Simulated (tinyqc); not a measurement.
Worked calculation: longitudinal sound in a periodic multilayer: transfer matrices, stop bands and folded phonons. Computed by tinyqc, a small Python program that keeps every step. Command: `OMP_NUM_THREADS=1 python tinyqc.py 3019643 3019644 out.jsonl multilayer walk`. One thread of a shared host (Intel(R) Xeon(R) Processor @ 2.30GHz), about 0.01 s of CPU time with the checks. Intermediate numbers are printed to about 7 digits and carried at full precision; extremes and crossings named in words are read from the listed rows.

Layers 1 and 2 repeat with period d = d_1 + d_2; waves travel normal to the layers, without loss. State vector (u, s): displacement u and stress divided by omega. Impedances Z = rho v are in 1e6 kg/(m^2 s).

Inputs (values chosen for the exercise, modelled on silica (layer 1), hafnia (layer 2) and silica (substrate)):
```
quantity                    value    unit
density rho_1                2.17  g/cm^3
velocity v_1                 5930     m/s
thickness d_1                7.66      nm
density rho_2                9.71  g/cm^3
velocity v_2                 5600     m/s
thickness d_2                7.06      nm
substrate density            2.23  g/cm^3
substrate velocity           5950     m/s
periods N                       3       -
frequency f                   243     GHz
optical wave vector q d/pi  0.042       -
```

## Impedances, mean velocity and Bragg frequency

Z = rho v; interface reflection r = (Z_2 - Z_1)/(Z_2 + Z_1) (stress amplitude, from 1 into 2); Bragg frequency f_B = 1/[2 (d_1/v_1 + d_2/v_2)]; long-wave velocity v_eff = d/sqrt[(d_1/v_1)^2 + (d_2/v_2)^2 + (Z_1/Z_2 + Z_2/Z_1)(d_1/v_1)(d_2/v_2)].

Z_1 = 12.8681

Z_2 = 54.376

Z of the substrate = 13.2685

interface reflection r = 0.6172720

Bragg frequency f_B = 195.8901 GHz

long-wave velocity v_eff = 4537.318 m/s

## Transfer matrix of one period

A layer maps (u, s) by [[cos p, sin p/Z], [-Z sin p, cos p]], p = 2 pi f d_i/v_i; one period is M = M_2 M_1, and cos(q d) = trace(M)/2.

phase p_1 = 1.972242 rad

phase p_2 = 1.924876 rad

M:
```
             1            2
1  -0.06883907  -0.03154283
2     24.03634    -3.512915
```

trace(M)/2 = -1.790877

|trace/2| > 1: f lies in a stop band, and the amplitude falls by a factor 3.277 a period.

## Transmission through N periods

For N periods A = M^N. A wave comes from a thick layer of material 1 and leaves into the substrate (Z_s): transmitted power T = 4 Z_1 Z_s/|Z_1 A_22 + Z_s A_11 - i (Z_1 Z_s A_12 - A_21)|^2, reflected power R = 1 - T.

A = M^N:
```
          1           2
1  2.767459  -0.3731189
2  284.3249   -37.97238
```

transmitted power T = 0.002099155

T in decibel = -26.77955 dB

## The first stop band

Gap m contains m f_B; its edges, where trace(M)/2 = (-1)^m, are found by root search. Weak-contrast estimate of the width: (4 f_B/pi) |r sin(m pi a)|, a = (d_1/v_1)/(d_1/v_1 + d_2/v_2).

lower edge = 112.9318 GHz

upper edge = 278.8183 GHz

width/f_B = 84.68341 %

transmitted power at f_B = 7.250677e-04

## The first four gaps

The formulas are those given above.

Stop bands (GHz):
```
m  lower edge  upper edge     width  weak-contrast estimate
1    112.9318    278.8183  165.8864                153.9289
2    388.8633    394.7413    5.8780                  5.8771
3    504.8245    670.4260  165.6015                153.7045
4    777.7292    789.4799   11.7507                 11.7457
```

With a = 0.506, gap 1 is the widest and gap 2 the narrowest: the layers are near a quarter wave each at f_B, so the even gaps almost close. The weak-contrast estimate misses the first width by -7.2 % at |r| = 0.62. Odd gaps open at the edge of the folded zone (q = pi/d), even ones at its centre.

## Mirror strength against the number of periods

The formulas are those given above.

Transmitted power:
```
N       T at f_B  T at f_B (dB)        T at f
1      0.2065117      -6.850554     0.2282232
2     0.01286234      -18.90680    0.02243680
3   7.250677e-04      -31.39621   0.002099155
4   4.063843e-05      -43.91063  1.956076e-04
6   1.275749e-07      -68.94235  1.697203e-06
8   4.004837e-10      -93.97415  1.472529e-08
12  3.946607e-15      -144.0378  1.108469e-12
16  3.889224e-20      -194.1014  8.344177e-17
24  3.776948e-30      -294.2286  4.728280e-25
```

At f_B each further period removes 12.52 dB at large N, which is 20 log10 of the impedance ratio, 12.52 dB, as for a quarter-wave stack; 99 % reflection needs N = 3 among these rows. At f, in a stop band, T decays as well. Values below about 1e-6 belong to the ideal stack: roughness and scattering into other modes, left out here, set a floor in a real one.

## Folded doublet seen in light scattering

Light transfers the wave vector q. Solve trace(M)/2 = cos(q d) on the first branch (Brillouin line) and on the two branches around 2 f_B (first folded doublet); 1/cm = 29.9792458 GHz.

Brillouin line = 6.471286 GHz

lower folded mode = 384.6938 GHz

upper folded mode = 398.9108 GHz

centre of the doublet = 13.06912 1/cm

splitting / twice the Brillouin frequency = 1.098468

The gap at 2 f_B and the contrast change the splitting from the value of a folded straight line, twice the Brillouin frequency.

Checks made by the program: trace against Rytov's formula cos p_1 cos p_2 - (1/2)(Z_1/Z_2 + Z_2/Z_1) sin p_1 sin p_2 (relative difference below 1e-10).
